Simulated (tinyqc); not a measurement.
Abrupt p-n junction, non-linear Poisson equation by Newton steps: course of the Newton iteration.

One dimension, p side on the left, n side on the right; net doping C = -Na for x < 0 and +Nd for x > 0. The potential psi is counted from the intrinsic level, and the quasi-Fermi potentials are flat: 0 for holes and -V for electrons, so n = ni exp((psi + V)/Vt) and p = ni exp(-psi/Vt) (Boltzmann statistics, full ionisation, no current).

a_i = eps0 eps_r/h_i for the interval from node i to i + 1, with h_i = x_(i+1) - x_i in cm.

Start: A straight line in x from psi_p = -Vt ln(Na/ni) at the first node to psi_n = Vt ln(Nd/ni) - V at the last.

n_i = ni exp((psi_i + V)/Vt), p_i = ni exp(-psi_i/Vt), rho_i = p_i - n_i + C_i, g_i = (n_i + p_i)/Vt. Box widths w_i = (h_(i-1) + h_i)/2 in cm. Residual F_i = a_i (psi_(i+1) - psi_i) - a_(i-1) (psi_i - psi_(i-1)) + q rho_i w_i; Jacobian: a_(i-1) and a_i beside the diagonal, b_i = -a_(i-1) - a_i - q g_i w_i on it. The two end nodes are fixed.

Solve the tridiagonal system a_(i-1) d_(i-1) + b_i d_i + a_i d_(i+1) = -F_i for nodes 1 to 13, with d = 0 on fixed nodes. The full step is added.

Stop when the largest undamped |d| is below 1e-9 V, or after 25 iterations.

Parameters, values chosen for the exercise; band and dielectric values close to those of 4H silicon carbide:
- T = 300 K (temperature)
- Eg = 3.29 eV (band gap)
- eps_r = 9.69 (relative permittivity)
- Nc = 1.7e19 cm^-3 (conduction-band density of states at T)
- Nv = 2.46e19 cm^-3 (valence-band density of states at T)
- Na = 1.8e15 cm^-3 (acceptor density of the p side)
- Nd = 6.1e16 cm^-3 (donor density of the n side)
- V = 0 V (bias of the p side against the n side)

Constants: q = 1.602176634e-19 C, kB = 1.380649e-23 J/K, Vt = kB T/q, eps0 = 8.8541878128e-14 F/cm where lengths are in cm. Results are converted to the units shown.

```
node	x (nm)	net doping C (cm^-3)
0	-2560	-1.8e15
1	-1370	-1.8e15
2	-728	-1.8e15
3	-381	-1.8e15
4	-194	-1.8e15
5	-92.4	-1.8e15
6	-37.6	-1.8e15
7	-8	-1.8e15
8	8	6.1e16
9	26.2	6.1e16
10	46.9	6.1e16
11	70.5	6.1e16
12	97.4	6.1e16
13	128	6.1e16
14	163	6.1e16
```

ni = 4.74142e-9 cm^-3

Course of the iteration:
```
iteration	largest |F| (C/cm^2)	largest |d| (V)	at node
1	2.64e-8	2.60	1
2	6.45e14	0.0259	1
3	2.37e14	0.0259	1
4	8.73e13	0.0259	1
5	3.21e13	0.0259	1
6	1.18e13	0.0259	1
7	4.35e12	0.0259	1
8	1.60e12	0.0259	1
9	5.89e11	0.0259	1
...	...	...	...
17	1.97e8	0.0259	1
18	7.26e7	0.0259	1
19	2.67e7	0.0259	1
20	9.83e6	0.0259	1
21	3.62e6	0.0259	1
22	1.33e6	0.0259	1
23	4.89e5	0.0259	1
24	1.80e5	0.0259	1
25	6.62e4	0.0259	1
```

Did this iteration meet its convergence test, and what does its course show?

No. Not converged within 25 iterations. The largest step sits at about Vt = 25.9 mV an iteration. An early full step of 2.60 V left a carrier density far too high, and where one exponential dominates the residual a Newton step lowers its exponent by only one. A rerun with the same steps from the depletion start converges in 5 iterations.

tinyqc, about 0.03 s, one thread, Intel Xeon 2.30GHz (shared host): `OMP_NUM_THREADS=1 python tinyqc.py 2000092 2000093 out.jsonl`
